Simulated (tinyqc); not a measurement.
# In-plane mass from two subband densities

Question. At zero temperature each occupied subband holds N_k = D (EF - E_k), D = md m0 q/(pi hbar^2) per eV. Two subbands are occupied. Find md, EF - E1 and EF - E2.

Constants: q = 1.602176634e-19 C, hbar = 1.054571817e-34 J s, m0 = 9.1093837015e-31 kg. Results are converted to the units shown.

N1, N2 (cm^-2): [6.7668518e11, 3e11]
E2 - E1 = 22.6 meV

Answer. N1 - N2 = D (E2 - E1) gives D and so md; each N_k/D is a distance to EF.

md = 0.03990 m0
EF - E1 = 40.60 meV
EF - E2 = 18.00 meV

Numbers from tinyqc (`OMP_NUM_THREADS=1 python tinyqc.py 2140011 2140012 out.jsonl`; about 0.1 s on one thread of a shared Intel Xeon 2.30GHz).
